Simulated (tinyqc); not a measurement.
## Thermal resistances of a two-die stack

Question. Heat leaves through the lower die only, and the system is linear. Find the resistance R1 from the lower die to the coolant, R2 between the dies, and the rise of the upper die when both are powered.

Inputs (values chosen for the exercise): power of the lower die P1 = 23 W; power of the upper die P2 = 22 W.

rises of the lower and upper die with only the lower one powered (K): 8.28  8.28
rises of the lower and upper die with only the upper one powered (K): 7.92  9.46

Solution. With only the lower die powered no heat crosses R2, so both dies rise by P1 R1; the difference in the second test is P2 R2; rises add.

R1 = 0.3600 K/W
R2 = 0.07000 K/W
rise of the upper die = 17.74 K

Computed by the program tinyqc: `OMP_NUM_THREADS=1 python tinyqc.py 2162219 2162220 out.jsonl`, one thread of a shared Intel Xeon 2.30GHz, about 0.03 s for the whole run.
